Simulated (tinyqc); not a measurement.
Worked calculation: decay of LO phonons and the hot-phonon bottleneck in the cooling of electrons. Computed by tinyqc, a small Python program that keeps every step. Command: `OMP_NUM_THREADS=1 python tinyqc.py 3011484 3011485 out.jsonl hotphonon walk`. One thread of a shared host (Intel(R) Xeon(R) Processor @ 2.30GHz), about 0.01 s of CPU time with the checks. Intermediate numbers are printed to about 6 digits and carried at full precision; extremes and crossings named in words are read from the listed rows.

n(E, T) = 1/(exp(E/(k_B T)) - 1) is the Bose occupation. Electrons have a temperature T_e; the LO modes within their reach share one occupation N; the decay products stay at the lattice temperature.

Inputs (values chosen for the exercise, modelled on indium arsenide):
```
quantity                                             value    unit
LO energy hbar omega                                  30.5     meV
lifetime at T = 0, tau_0                               8.2      ps
share f of the energy in the softer product           0.19       -
lattice temperature T                                  150       K
electron mass m*                                    0.0257     m_0
eps_inf                                               12.1       -
static dielectric constant eps_s                      15.6       -
electron density n                                 4.9e+18  1/cm^3
density of LO modes that the electrons reach, N_m  2.6e+19  1/cm^3
power supplied per electron P                         0.49      nW
step factor                                            0.8       -
```

Decay channel: two unequal phonons (Ridley).

Constants: k_B = 8.617333262e-05 eV/K; c = 299792458 m/s; e^2/(4 pi eps_0) = 14.39964548 eV angstrom; hbar^2/(2 m_0) = 3.80998212 eV angstrom^2; hbar = 6.582119569e-16 eV s; e = 1.602176634e-19 C; k_B = 1.380649e-23 J/K.

## Lifetime and Raman width

Decay rate 1/tau = (1/tau_0) [1 + n(f hbar omega) + n((1 - f) hbar omega)]. Full width Gamma = 1/(2 pi c tau) in 1/cm, c in cm/s.

thermal factor tau_0/tau = 2.94134

phonon lifetime tau = 2.78784 ps

Raman width Gamma = 1.90428 1/cm

equilibrium LO occupation N_0 = 0.104313

Stimulated decay shortens the lifetime by 66 %.

## Spontaneous emission time

Froehlich coupling alpha = (e^2/(4 pi eps_0)) (1/eps_inf - 1/eps_s) k_0/(2 hbar omega), k_0 = sqrt(m* hbar omega/(hbar^2/(2 m_0))); emission time tau_sp = hbar/(2 alpha hbar omega); bottleneck ratio r = (n/N_m) tau/tau_sp.

alpha = 0.0627820

emission time tau_sp = 171.870 fs

bottleneck ratio r = 3.05696

r compares the rate at which electrons exchange quanta with a mode to its decay rate. Exchange outruns decay, so a hot population builds up if the power is high enough.

## Electron and phonon temperatures in closed form

Net emission per electron: [(N + 1) x - N]/tau_sp with x = exp(-hbar omega/(k_B T_e)), a simple two-level balance; steady state of the modes: n [(N + 1) x - N]/tau_sp = N_m (N - N_0)/tau; power per electron P = hbar omega [(N + 1) x - N]/tau_sp. With p = P tau_sp/(hbar omega): N = N_0 + r p and x = (p + N)/(N + 1); without hot phonons N = N_0. The mode temperature T_LO solves n(hbar omega, T_LO) = N.

reduced power p = 0.0172340

LO occupation N = 0.156996

electron temperature T_e = 186.952 K

T_e without hot phonons = 160.394 K

mode temperature T_LO = 177.203 K

Hot phonons raise T_e by 27 K. T_LO lies between the lattice and the electrons. Caution: the electrons are degenerate; Pauli blocking and the Fermi energy, left out here, matter.

## The same balance by iteration

Eliminating N gives P(T_e) = (hbar omega/tau_sp) [(N_0 + 1) x - N_0]/[1 + r (1 - x)]. Newton steps on ln P against ln T_e, times the step factor, each limited to 0.7 in ln T_e and to keeping a fifth of T_e - T; start at 1.5 T; stop when |ln(P/P(T_e))| < 1e-9 or after 40 steps.

Iterations:
```
step  T_e (K)  P(T_e) (nW)  ln(P/P(T_e))
0     225.000      1.03608  -7.48796e-01
1     186.368      0.48186   1.67526e-02
2     186.832      0.48833   3.41680e-03
3     186.928      0.48966   6.86126e-04
4     186.947      0.48993   1.37337e-04
5     186.951      0.48999   2.74718e-05
6     186.952      0.49000   5.49455e-06
7     186.952      0.49000   1.09892e-06
8     186.952      0.49000   2.19784e-07
9     186.952      0.49000   4.39567e-08
10    186.952      0.49000   8.79135e-09
11    186.952      0.49000   1.75827e-09
12    186.952      0.49000   3.51653e-10
```

converged (1 yes, 0 no) = 1

T_e from the iteration = 186.952 K

Converged at step 12.

## Energy relaxation with and without hot phonons

P(T_e) = (hbar omega/tau_sp) [(N_0 + 1) x - N_0]/[1 + r (1 - x)], and r = 0 without hot phonons; energy relaxation time tau_E = (3/2) k_B (T_e - T)/P.

Cooling:
```
T_e (K)  P, cold phonons (nW)  P, hot phonons (nW)    ratio  tau_E (ps)         N
180                   1.42897             0.393755  3.62908     1.57787  0.146648
230                   3.77298              1.10942  3.40086     1.49338  0.223595
300                   6.68409              2.14410  3.11743     1.44884  0.334842
450                   11.3335              4.25312  2.66475     1.46079  0.561600
650                   15.2488              6.67764  2.28356     1.55068  0.822278
950                   18.6662              9.56838  1.95083     1.73151   1.13308
1450                  21.6317              13.0147  1.66210     2.06863   1.50363
2150                  23.6664              16.1655  1.46400     2.56221   1.84239
```

Reabsorption cuts the loss by a factor 3.63 at the lowest T_e and 1.46 at the highest; the factor is 1 + r (1 - x) with r = 3.06. tau_E runs from 1.6 to 2.6 ps, with its shortest value, 1.4 ps, at T_e = 300 K, against tau_sp = 170 fs and a phonon lifetime of 2.8 ps. In the coldest rows the electrons are degenerate, so (3/2) k_B (T_e - T) overstates their excess energy. Pauli blocking is left out, as are upper valleys and non-parabolic bands, which can matter above about 1000 K.

Checks made by the program: iteration against the closed form (relative difference below 1e-10).
